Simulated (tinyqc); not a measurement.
What moves the results: buckled dimers of a reconstructed (001) surface, two dangling bonds a dimer. A value that a table varies takes the place of the one given here.

In a dimer one atom moves up by z and the other down by z; the dangling bond of the up atom (more s-like) falls by gm z and that of the down atom rises by gm z. With all dimers tilted alike: H(k) = [[-gm z - 2 ta cos k, -tp - 2 tx cos k], [., gm z - 2 ta cos k]], k along the row in 1/a. Two electrons a dimer fill the lowest N of the 2N levels on the mesh k_j = (j + 1/2) pi/N. Total energy a dimer: W(z) = (2/N) sum of the filled levels + kf z^2. Repulsion between electrons is left out.

Inputs chosen for the exercise (of the size met on Si(001); shifted at random, so the results belong to these values and not to a real crystal):
- tp = 0.33 eV (pi coupling inside a dimer)
- ta = 0.12 eV (coupling between like atoms along the row)
- tx = 0.06 eV (diagonal coupling along the row)
- gm = 2.39 eV/angstrom (shift of a dangling bond with height)
- kf = 8.8 eV/angstrom^2 (force constant of buckling)
- N = 8 (k points)

## Energy against buckling

W relative to z = 0; gap as lowest upper less highest lower level on 201 points from 0 to pi.

Per dimer (eV):
```
z (angstrom),band energy,elastic,W,gap
0.00,0.0000,0.0000,0.0000,0.1800
0.05,-0.0445,0.0220,-0.0225,0.2272
0.10,-0.1612,0.0880,-0.0732,0.3477
0.15,-0.3226,0.1980,-0.1246,0.5108
0.20,-0.5101,0.3520,-0.1581,0.6986
0.30,-0.9261,0.7920,-0.1341,1.1136
0.40,-1.3691,1.4080,0.0389,1.5554
0.50,-1.8248,2.2000,0.3752,2.0102
0.60,-2.2876,3.1680,0.8804,2.4722
```

How do the results move?

W is lowest at z = 0.2 among these rows (-0.1581 eV). The band energy falls as z^2 at first and linearly, as -2 gm z, once gm z is far above tp, so the elastic term always wins at large z. The gap is open at all z.

## Strong pi bonds keep dimers flat

tp is varied; z minimises W on 0 to 1 angstrom; gap on 201 points; charge moved: the mean of gm z/sqrt((gm z)^2 + h^2) over the mesh, h the off-diagonal element.

Against tp:
```
tp (eV),z (angstrom),gain (eV),gap (eV),charge moved (e)
0.10,0.2662,0.3412,0.8296,0.980
0.20,0.2566,0.3031,0.8303,0.945
0.30,0.2399,0.1965,0.8316,0.883
0.45,0.1970,0.0669,0.8344,0.726
0.60,0.1123,0.0055,0.8383,0.413
0.80,0.0000,0.0000,1.1200,0.000
1.00,0.0000,0.0000,1.5200,0.000
1.30,0.0000,0.0000,2.1200,0.000
1.60,0.0000,0.0000,2.7200,0.000
```

What can be read from the table?

Dimers buckle for tp up to 0.6 eV among these rows; for an isolated dimer the limit is gm^2/kf = 0.649 eV. While buckled, the splitting, on average over k, stays near 2 gm^2/kf = 1.298 eV whatever tp is, and beyond the limit it follows 2 tp; the gap is smaller by the width of the bands, about 4 ta = 0.48 eV.

## Tilting alike or in alternation

Alternation doubles the cell: sites L1, R1, L2, R2 with levels -gm z, +gm z, +gm z, -gm z, -tp inside a dimer, -2 ta cos k between L1-L2 and R1-R2, -2 tx cos k between L1-R2 and R1-L2, on k_j = (j + 1/2) pi/(2N); the lowest half of the levels is filled. Energies a dimer; gaps on these meshes.

Two patterns:
```
z (angstrom),W alike (eV),W alternating (eV),difference (meV),gap alike (eV),gap alternating (eV)
0.05,-0.6825,-0.6933,-10.8,0.2362,0.3006
0.10,-0.7332,-0.7549,-21.7,0.3564,0.5084
0.15,-0.7846,-0.8102,-25.6,0.5194,0.7260
0.20,-0.8181,-0.8438,-25.7,0.7072,0.9463
0.30,-0.7941,-0.8166,-22.5,1.1223,1.3894
0.40,-0.6211,-0.6400,-19.0,1.5641,1.8339
0.50,-0.2848,-0.3009,-16.1,2.0190,2.2831
```

What does this show?

The lowest W listed is -0.8181 eV for like tilts and -0.8438 eV for alternation; the difference at equal z runs from -25.7 to -10.8 meV. With alternation ta joins filled up atoms to empty down atoms and gains energy in second order, about 2 ta^2/(gm z) a dimer at large z, while tx does so for like tilts; here ta = 0.12 and tx = 0.06 eV. At z = 0.3 the gap is 1.122 eV alike and 1.389 eV alternating.

## What each parameter does

z minimises W on 0 to 1 angstrom; gain over flat dimers; gap on 201 points from 0 to pi. Each row changes one parameter from the base and keeps the others.

Results:
```
case,z (angstrom),gain (eV),gap (eV)
base,0.2332,0.1651,0.8321
tp = 0.281 eV,0.2437,0.2178,0.8313
ta = 0.15 eV,0.2332,0.1651,0.7121
tx = 0.09 eV,0.2323,0.1755,0.8492
gm = 2.581 eV/angstrom,0.2631,0.2486,1.0453
kf = 7.92 eV/angstrom^2,0.2674,0.2201,0.9745
```

What can be read from the table?

The largest shifts from the base row, up to three for each result and ties (the steps differ in size, so this ranks the rows, not the parameters). z (angstrom): kf +0.0342, gm +0.0298, tp +0.0104; unchanged at the printed digits by ta. gain (eV): gm +0.0834, kf +0.0550, tp +0.0527; unchanged at the printed digits by ta. gap (eV): gm +0.2132, kf +0.1424, ta -0.1200.

tinyqc: `OMP_NUM_THREADS=1 python tinyqc.py 1482081 1482082 out.jsonl`; about 0.02 s, one thread, shared Intel(R) Xeon(R) Processor @ 2.30GHz.
